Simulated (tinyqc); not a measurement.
Field from the level spacing.

Inverse problem. In a triangular well E_k = a_k (C F^2/mz1)^(1/3), a_1 = 2.338107, a_2 = 4.087949, C = hbar^2/(2 m0), F in eV/nm (1 MV/cm = 0.1 eV/nm). Find F, E_1, the mean distance 2 E_1/(3 F) of the lowest level and the sheet charge eps0 eps_r F/q behind such a field.

Values chosen for this exercise:
```
symbol  value  unit                                     meaning
eps_r    11.5                             relative permittivity
mz1      0.93    m0  mass along z of valley set A (2 valley(s))
```

Constants: q = 1.602176634e-19 C, hbar = 1.054571817e-34 J s, m0 = 9.1093837015e-31 kg, eps0 = 8.8541878128e-14 F/cm where lengths are in cm, hbar^2/(2 m0) = 0.0380998212 eV nm^2. Results are converted to the units shown.

spacing of the two lowest levels = 164.18661 meV

Answer. The spacing over a_2 - a_1 is the energy scale (C F^2/mz1)^(1/3), which gives F.

F = 1.420 MV/cm
E_1 = 219.4 meV
mean distance = 1.030 nm
sheet charge over q = 9.025e12 cm^-2

Program tinyqc, `OMP_NUM_THREADS=1 python tinyqc.py 2160093 2160094 out.jsonl`; Intel Xeon 2.30GHz, shared host, one thread, about 0.6 s.
